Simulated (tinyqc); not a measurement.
Inside a calculation. Model: interface traps from C-V curves, high-low and Terman methods.

Numbers from tinyqc (`OMP_NUM_THREADS=1 python tinyqc.py 2030069 2030070 out.jsonl`; about 0.01 s on one thread of a shared Intel Xeon 2.30GHz). Printed values are rounded.

MOS capacitor on an n-type substrate; psi is the band bending, negative in depletion; only majority carriers are counted. At the bending psi the Fermi level lies y = xi - psi below the conduction edge at the surface, xi = Vt ln(Nc/Nd). Dit(y) = D0 + D1 exp(-y/E1); traps fill up to the Fermi level, follow the bias and a slow signal, and do not follow a fast one. V is the gate voltage from flat band.

Parameters, values chosen for the exercise; band and dielectric values those of a made-up semiconductor: temperature T = 300 K; relative permittivity eps_r = 9.99; conduction-band density of states at T Nc = 3.32e17 cm^-3; donor density Nd = 3.2e16 cm^-3; equivalent oxide thickness EOT = 5.4 nm; trap density far from the band edge D0 = 6.2e10 cm^-2 eV^-1; band-tail density at the conduction edge D1 = 1.3e12 cm^-2 eV^-1; decay energy of the tail E1 = 0.19 eV; points n = 8; deepest band bending pa = -0.9 V; shallowest band bending pb = -0.039 V.

Constants: q = 1.602176634e-19 C, kB = 1.380649e-23 J/K, Vt = kB T/q, eps0 = 8.8541878128e-14 F/cm where lengths are in cm. Results are converted to the units shown.

Range of the model: Traps more than about 25 kB T below the conduction edge emit electrons too slowly to follow an ordinary sweep, so the deepest points are idealised.

## The curves

Cox = 3.9 eps0/EOT, LD = sqrt(eps0 eps_r Vt/(q Nd)), u = psi/Vt, Cd = (eps0 eps_r/(sqrt(2) LD)) |exp(u) - 1|/sqrt(exp(u) - u - 1). Ideal V0 = psi - sqrt(2) (eps0 eps_r Vt/LD) sqrt(exp(u) - u - 1)/Cox for psi < 0; the traps add dV = (q/Cox) times the integral of Dit from 0 to psi = (q/Cox) [D0 psi + D1 E1 exp(-xi/E1) (exp(psi/E1) - 1)]. 1/C_HF = 1/Cox + 1/Cd, 1/C_LF = 1/Cox + 1/(Cd + q Dit). Take n equally spaced psi from pa to pb.

| point | psi (V) | y (eV) | Dit (cm^-2 eV^-1) | V0 (V) | V (V) | C_HF (nF/cm^2) | C_LF (nF/cm^2) |
|---|---|---|---|---|---|---|---|
| 0 | -0.900000 | 0.960478 | 7.02893e10 | -1.03924 | -1.09784 | 47.1736 | 56.6799 |
| 1 | -0.777000 | 0.837478 | 7.78369e10 | -0.90608 | -0.96241 | 50.5955 | 60.9844 |
| 2 | -0.654000 | 0.714478 | 9.22564e10 | -0.77204 | -0.82577 | 54.9214 | 67.0170 |
| 3 | -0.531000 | 0.591478 | 1.19805e11 | -0.63685 | -0.68736 | 60.6444 | 75.9552 |
| 4 | -0.408000 | 0.468478 | 1.72437e11 | -0.50007 | -0.54616 | 68.7481 | 89.9375 |
| 5 | -0.285000 | 0.345478 | 2.72991e11 | -0.36082 | -0.40021 | 81.6022 | 113.015 |
| 6 | -0.162000 | 0.222478 | 4.65099e11 | -0.21696 | -0.24530 | 107.196 | 154.259 |
| 7 | -0.039000 | 0.099478 | 8.32123e11 | -0.05946 | -0.06842 | 189.834 | 247.321 |

Cox = 639.469 nF/cm^2

At the deepest bending the traps stretch the gate voltage from -1.04 to -1.10 V.

## High-low extraction

q Dit = (1/C_LF - 1/Cox)^(-1) - (1/C_HF - 1/Cox)^(-1) at each point.

| point | Dit by high-low (cm^-2 eV^-1) |
|---|---|
| 0 | 7.02893e10 |
| 1 | 7.78369e10 |
| 2 | 9.22564e10 |
| 3 | 1.19805e11 |
| 4 | 1.72437e11 |
| 5 | 2.72991e11 |
| 6 | 4.65099e11 |
| 7 | 8.32123e11 |

With a true high-frequency curve this returns Dit exactly.

## Terman extraction

psi at each point follows from C_HF and the ideal curve. Dit = (Cox/q) d(V - V0)/dpsi by central differences over the two neighbours.

| point | Dit by Terman (cm^-2 eV^-1) |
|---|---|
| 1 | 7.89664e10 |
| 2 | 9.44145e10 |
| 3 | 1.23928e11 |
| 4 | 1.80314e11 |
| 5 | 2.88040e11 |
| 6 | 4.93850e11 |

The differences overstate the curved tail; the largest error is 6.2 %, at point 6.
